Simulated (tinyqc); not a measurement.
Errors against cell size: correction of a charged-defect supercell by a model charge and potential alignment (plane-averaged potentials). Computed by tinyqc, a small Python program. Command: `OMP_NUM_THREADS=1 python tinyqc.py 3112068 3112069 out.jsonl align walk`. One thread of a shared host (Intel(R) Xeon(R) Processor @ 2.30GHz), about 0.01 s of CPU time with the checks.

The "true" defect charge is (1 - x) q in a Gaussian of width sigma plus x q in one of width sigma_t, so the exact answer is known; the correction sees only a single model Gaussian of width sigma_m. A Gaussian of width s has the transform rho(G) = exp(-G^2 s^2/2), normalised to 1. A uniform background cancels q, so G = 0 is left out. Potentials are those felt by a unit positive charge. E_0 is the formation energy of the isolated defect, E_cell its value in the supercell, E_lat = E_iso - E_per of the model charge, C the true less the model potential far from the defect; the exact correction is E_0 - E_cell, and the error of a scheme is E_cell plus its correction less E_0.

Inputs (values chosen for the exercise, with screening close to that of silicon): defect charge q = 1 e; dielectric constant eps = 11.9; edge of the cubic cell L = 18.1 angstrom; width sigma of the true defect charge = 1.4 angstrom; width sigma_m of the model charge = 0.97 angstrom; share x of the charge in a wide tail = 0; width sigma_t of the tail = 2.4 angstrom.

Constants: e^2/(4 pi eps_0) = 14.39964548 eV angstrom.

Method:
- Periodic energy E_per = (2 pi q^2/(eps L^3)) (e^2/(4 pi eps_0)) sum_(G != 0) rho(G)^2/G^2, G = (2 pi/L)(n1, n2, n3), |n_i| <= 16. Isolated energy: two Gaussians of charges q_a, q_b and widths a, b interact by q_a q_b (e^2/(4 pi eps_0 eps)) sqrt(2/pi)/sqrt(a^2 + b^2), and the self-energy is half the sum over pairs.
- Plane-averaged potential at distance z from the defect: V(z) = (4 pi q/(eps L^3)) (e^2/(4 pi eps_0 e)) sum_(m != 0) rho(G_m) cos(G_m z)/G_m^2, G_m = 2 pi m/L, |m| <= 40.
- Schemes: none; point-charge term alpha q^2 e^2/(4 pi eps_0 eps 2 L), alpha = 2.837297; E_lat of the model; E_lat - q C with C at z = L/2.

Error against E_0 (meV):
```
L (angstrom)     none  point charge  model charge  model and alignment
12.7          -127.89        7.2749        3.7826           1.5373e-04
15.4          -107.39        4.0802        2.1215           5.8436e-07
18.1           -92.33        2.5131        1.3067           9.7921e-10
```

Between the last two rows the uncorrected error scales as L^-0.94 and the point-charge remainder as L^-3.00. With alignment the error is 0.0 meV in the smallest cell and 0.00 meV in the largest.

Extremes, crossings and ranges named in words are read from the listed rows.
